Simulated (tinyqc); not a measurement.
Empirical pseudopotential in a few plane waves, step by step. Computed by tinyqc, a small Python program that keeps every step. Settings: plane-wave index or count = 15. Command: `OMP_NUM_THREADS=1 python tinyqc.py 25807 25808 out.jsonl` (the two numbers bound the seeds that draw the settings). One thread of a shared host (Intel(R) Xeon(R) Processor @ 2.60GHz), about 0.2 s of CPU time with the checks.

## Bloch Hamiltonian at G

Parameters chosen for this model: fcc lattice, atoms at +/- a/8 (1,1,1); form factors in rydberg at |G|^2 in units of (2 pi/a)^2:
```
parameter                 value      unit
a                      5.620000  angstrom
VS(3)                 -0.244000        Ry
VS(8)                  0.059000        Ry
VS(11)                 0.076000        Ry
VA(3)                         0        Ry
VA(4)                         0        Ry
VA(11)                        0        Ry
hbar^2/2m (2 pi/a)^2   4.762226        eV
```

k point G (2 pi / a): 0  0  0

Basis: the 15 shortest G (labels in 2 pi/a), the same at every k. H(G,G') = c |k + G|^2 delta + VS(|G-G'|^2) cos((G-G').tau) + i VA sin((G-G').tau), tau = a/8 (1,1,1); 1 Ry = 13.605693 eV.

H(k) at G (eV):
```
           +0+0+0     -1-1-1     -1-1+1     -1+1-1     -1+1+1     +1-1-1     +1-1+1     +1+1-1
+0+0+0   0.000000   2.347445  -2.347445  -2.347445  -2.347445  -2.347445  -2.347445  -2.347445
-1-1-1   2.347445  14.286679   0.000000   0.000000  -0.802736   0.000000  -0.802736  -0.802736
-1-1+1  -2.347445   0.000000  14.286679   0.802736   0.000000   0.802736   0.000000   0.000000
-1+1-1  -2.347445   0.000000   0.802736  14.286679   0.000000   0.802736   0.000000   0.000000
-1+1+1  -2.347445  -0.802736   0.000000   0.000000  14.286679   0.000000   0.802736   0.802736
+1-1-1  -2.347445   0.000000   0.802736   0.802736   0.000000  14.286679   0.000000   0.000000
+1-1+1  -2.347445  -0.802736   0.000000   0.000000   0.802736   0.000000  14.286679   0.802736
+1+1-1  -2.347445  -0.802736   0.000000   0.000000   0.802736   0.000000   0.802736  14.286679
+1+1+1   2.347445   0.000000  -0.802736  -0.802736   0.000000  -0.802736   0.000000   0.000000
-2+0+0   0.000000  -2.347445  -2.347445  -2.347445   2.347445   0.731172  -0.731172  -0.731172
+0-2+0   0.000000  -2.347445  -2.347445   0.731172  -0.731172  -2.347445   2.347445  -0.731172
+0+0-2   0.000000  -2.347445   0.731172  -2.347445  -0.731172  -2.347445  -0.731172   2.347445
+0+0+2   0.000000  -0.731172   2.347445  -0.731172  -2.347445  -0.731172  -2.347445   0.731172
+0+2+0   0.000000  -0.731172  -0.731172   2.347445  -2.347445  -0.731172   0.731172  -2.347445
+2+0+0   0.000000  -0.731172  -0.731172  -0.731172   0.731172   2.347445  -2.347445  -2.347445

           +1+1+1     -2+0+0     +0-2+0     +0+0-2     +0+0+2     +0+2+0     +2+0+0
+0+0+0   2.347445   0.000000   0.000000   0.000000   0.000000   0.000000   0.000000
-1-1-1   0.000000  -2.347445  -2.347445  -2.347445  -0.731172  -0.731172  -0.731172
-1-1+1  -0.802736  -2.347445  -2.347445   0.731172   2.347445  -0.731172  -0.731172
-1+1-1  -0.802736  -2.347445   0.731172  -2.347445  -0.731172   2.347445  -0.731172
-1+1+1   0.000000   2.347445  -0.731172  -0.731172  -2.347445  -2.347445   0.731172
+1-1-1  -0.802736   0.731172  -2.347445  -2.347445  -0.731172  -0.731172   2.347445
+1-1+1   0.000000  -0.731172   2.347445  -0.731172  -2.347445   0.731172  -2.347445
+1+1-1   0.000000  -0.731172  -0.731172   2.347445   0.731172  -2.347445  -2.347445
+1+1+1  14.286679  -0.731172  -0.731172  -0.731172  -2.347445  -2.347445  -2.347445
-2+0+0  -0.731172  19.048905   0.802736   0.802736  -0.802736  -0.802736   0.000000
+0-2+0  -0.731172   0.802736  19.048905   0.802736  -0.802736   0.000000  -0.802736
+0+0-2  -0.731172   0.802736   0.802736  19.048905   0.000000  -0.802736  -0.802736
+0+0+2  -2.347445  -0.802736  -0.802736   0.000000  19.048905   0.802736   0.802736
+0+2+0  -2.347445  -0.802736   0.000000  -0.802736   0.802736  19.048905   0.802736
+2+0+0  -2.347445   0.000000  -0.802736  -0.802736   0.802736   0.802736  19.048905
```

## Levels at G

Diagonalise the Hermitian matrix.

eigenvalues (eV): -2.318569  9.509670  9.509670  9.509670  13.225144  13.483943  13.483943  13.483943  17.443433  17.443433  19.013455  23.023178  23.023178  23.023178  25.729591

## Bands along a path

The same steps at evenly spaced points between the labelled ones.

Bands along the path (eV), lowest eight:
```
k            band 1    band 2    band 3    band 4     band 5     band 6     band 7     band 8
L          0.015771  3.082428  8.647396  8.647396  12.318614  14.526788  14.526788  19.397938
L-G 0.25  -0.712803  4.078441  8.670529  8.670529  12.358954  14.420519  14.420519  19.171655
L-G 0.50  -1.562721  5.938915  8.928936  8.928936  12.676353  14.359030  14.359030  17.458928
L-G 0.75  -2.125659  8.099067  9.304281  9.304281  13.139061  13.852068  13.852068  14.861013
G         -2.318569  9.509670  9.509670  9.509670  13.225144  13.483943  13.483943  13.483943
G-X 0.25  -2.060418  8.144909  8.957254  8.957254  13.019363  14.450872  14.454699  14.454699
G-X 0.50  -1.292055  5.941885  8.101117  8.101117  12.300487  13.976672  16.544243  16.544243
G-X 0.75  -0.033094  3.798579  7.557459  7.557459  11.964965  12.666763  19.100561  19.100561
X          1.679754  1.902360  7.489760  7.489760  11.945164  12.242040  21.972426  21.972426
```

With 4 band(s) filled, the highest filled level on these points lies at G and the lowest empty one at X: a gap of 2.4355 eV, indirect. This holds for the small fixed basis; with all plane waves up to |k + G|^2 = 21 (2 pi/a)^2 the gap along the path is 2.01 eV.

## Convergence with the number of plane waves

Levels at G counted from the fourth one.

Levels (eV):
```
plane waves     level 1   level 5   level 8
9            -15.802512         0  3.210944
15           -11.828238  3.715475  3.974273
27           -11.198589  3.872894  4.429419
51           -11.410457  3.970670  4.512253
59           -11.475570  3.758281  4.472431
65           -11.491424  3.703823  4.472431
89           -11.430669  3.752934  4.437421
```
